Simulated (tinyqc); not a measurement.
MOS structure on a p-type body, non-linear Poisson equation by Newton steps: one step of the calculation.

One dimension, insulator interface at x = 0, acceptor density Na, uniform, net doping C = -(acceptor density). psi is counted from the intrinsic level: n = ni exp((psi - Vb)/Vt), p = ni exp(-psi/Vt); deep in the body psi_b = -Vt ln(Na/ni). The gate acts through Cox = eps0 eox/tox and has the potential psi_G = Vg - (phiM - chi - Vt ln(Nc/ni)). Boltzmann statistics, full ionisation, classical densities, no oxide or interface charge.

Task. Newton step. Solve the tridiagonal system a_(i-1) d_(i-1) + b_i d_i + a_i d_(i+1) = -F_i for nodes 0 to 10, with d = 0 on fixed nodes. Half of the step is added while the largest |d| exceeds 1.5 Vt, the full step after that.

Parameters, values chosen for the exercise: temperature T = 300 K.

Constants: q = 1.602176634e-19 C, kB = 1.380649e-23 J/K, Vt = kB T/q. Results are converted to the units shown.

| interval | coupling a_i (F/cm^2) |
|---|---|
| 0 | 3.3941053e-5 |
| 1 | 1.5860305e-5 |
| 2 | 7.4432134e-6 |
| 3 | 3.4633728e-6 |
| 4 | 1.6291706e-6 |
| 5 | 7.5424563e-7 |
| 6 | 3.5478453e-7 |
| 7 | 1.6610630e-7 |
| 8 | 7.7138757e-8 |
| 9 | 3.6236000e-8 |
| 10 | 1.6914146e-8 |

| node | diagonal b (F/cm^2) | residual F (C/cm^2) |
|---|---|---|
| 0 | -3.4255811e-5 | 1.1710765e-7 |
| 1 | -4.9803765e-5 | -6.2216404e-11 |
| 2 | -2.3307776e-5 | -1.1006634e-10 |
| 3 | -1.0912712e-5 | -1.5835083e-10 |
| 4 | -5.0981105e-6 | -1.4392089e-10 |
| 5 | -2.3853978e-6 | -5.1227466e-11 |
| 6 | -1.1091239e-6 | -2.4225832e-12 |
| 7 | -5.2089091e-7 | -2.1823878e-15 |
| 8 | -2.4324505e-7 | ~0 |
| 9 | -1.1337476e-7 | 5.0905919e-18 |
| 10 | -2.4950404e-6 | 2.0521309e-8 |

| node | psi at the start (V) |
|---|---|
| 0 | 1.6578498 |
| 1 | 1.6555836 |
| 2 | 1.6507385 |
| 3 | 1.6404336 |
| 4 | 1.6183769 |
| 5 | 1.5718944 |
| 6 | 1.4733799 |
| 7 | 1.2725213 |
| 8 | 0.8825738 |
| 9 | 0.2235511 |
| 10 | -0.3576317 |
| 11 | -0.3578498 |

Wanted: Newton step d, before damping; psi after iteration 1.

Result.

| node | Newton step d, before damping (V) |
|---|---|
| 0 | 0.3298 |
| 1 | 0.3294 |
| 2 | 0.3286 |
| 3 | 0.3272 |
| 4 | 0.3246 |
| 5 | 0.3204 |
| 6 | 0.3123 |
| 7 | 0.2951 |
| 8 | 0.2584 |
| 9 | 0.1792 |
| 10 | 0.0108 |

| node | psi after iteration 1 (V) |
|---|---|
| 0 | 1.823 |
| 1 | 1.820 |
| 2 | 1.815 |
| 3 | 1.804 |
| 4 | 1.781 |
| 5 | 1.732 |
| 6 | 1.630 |
| 7 | 1.420 |
| 8 | 1.012 |
| 9 | 0.313 |
| 10 | -0.352 |
| 11 | -0.358 |

tinyqc, about 0.3 s, one thread, Intel Xeon 2.30GHz (shared host): `OMP_NUM_THREADS=1 python tinyqc.py 2080019 2080020 out.jsonl`

~0 in a residual or rate marks an entry under 1e-11 of the largest of its column.
